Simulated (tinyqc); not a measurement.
Worked calculation: tight binding, kagome lattice. One step of it, computed by the program tinyqc.

Question. Levels at K. Diagonalise the Hermitian matrix.

H(k) at K (eV):
```
                     A                    B                    C
A             0.000000  -0.510000+0.883346i  -0.510000-0.883346i
B  -0.510000-0.883346i             0.000000  -0.510000+0.883346i
C  -0.510000+0.883346i  -0.510000-0.883346i            -0.720000
```

Give: eigenvalues; weights |c|^2 of the basis functions.

Answer.

eigenvalues (eV): -1.5345  -1.0200  1.8345

weights |c|^2 of the basis functions:
```
   band 1  band 2  band 3
A  0.1209  0.5000  0.3791
B  0.1209  0.5000  0.3791
C  0.7582  0.0000  0.2418
```
